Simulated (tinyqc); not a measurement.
Thinning the film: dielectric confinement in a thin film (image charges).

A film |z| < t/2 of dielectric constant eps between half-spaces of dielectric constant e2; lam = (eps - e2)/(eps + e2), q = e^2/(4 pi eps0). The self-energy of a band edge is taken with the high-frequency value, e2 = eh, and the field of a fixed ion with the static one, e2 = eo. A charge at z has images lam^|n| at n t + (-1)^n z. Its self-energy is S(z) = (q/2 eps) sum over n >= 1 of lam^n [1/(n t - 2z) + 1/(n t + 2z)] for odd n and 2 lam^n/(n t) for even n; at the centre S(0) = -(q/(eps t)) ln(1 - lam).

Donor at the centre, lam from the static eo, trial function cos(pi z/t) exp(-rho/l): E(l) = c/(m l^2) - (q/eps) times the integral over k of F(k t) (1 + (k l/2)^2)^(-3/2), with F(x) = F0 + 2 lam exp(-x) G/(1 - lam exp(-x)), F0 = 2[(1 - exp(-x/2))/x + x (1 + exp(-x/2))/(x^2 + 4 pi^2)], G = 2 sinh(x/2)[1/x - x/(x^2 + 4 pi^2)]; c = hbar^2/2m0. The binding energy is -E at the minimum, counted from the subband edge with its self-energy.

Constants: e^2/(4 pi eps0) = 14.39964547 eV angstrom; hbar^2/2m0 = 3.80998211 eV angstrom^2; Ry = 13.60569312 eV.

Values chosen for the exercise (near those of a Si (100) film, two-fold valleys, between layers of HfO2; the results hold for these values, not for the real material): eps = 11.6 (dielectric constant of the film); eh = 3.9 (high-frequency dielectric constant outside); eo = 22.7 (static dielectric constant outside); m = 0.19 m0 (mass in the plane); mz = 0.935 m0 (mass across the film); ts = (12, 18, 26, 38, 55, 80, 120) angstrom (thicknesses).

<S> is the mean over (2/t) cos^2(pi z/t); confinement c (pi/t)^2/mz; donor binding with and without images.

Results:
```
t (angstrom)  <S> (meV)  confinement (meV)  binding, no images (meV)  binding (meV)  l (angstrom)
12                 82.4              279.3                      57.9           27.2          25.8
18                 54.9              124.1                      52.7           28.1          26.2
26                 38.0               59.5                      47.5           28.1          27.3
38                 26.0               27.9                      42.0           27.2          29.1
55                 18.0               13.3                      36.5           25.5          31.7
80                 12.4                6.3                      31.1           23.1          35.2
120                 8.2                2.8                      25.7           20.1          40.1
```

Between 120 and 12 angstrom the binding goes from 20.1 to 27.2 meV; quantum confinement alone would take it from 25.7 to 57.9, so the images supply -5.6 and -30.6 meV. |<S>| goes as 1/t and exceeds the confinement energy beyond 41 angstrom. For t well above a* = 32 angstrom the separable trial function underbinds, which affects the last rows.

Program tinyqc; command `OMP_NUM_THREADS=1 python tinyqc.py 1282788 1282789 out.jsonl`; about 0.04 s on one thread of a shared Intel(R) Xeon(R) Processor @ 2.30GHz.
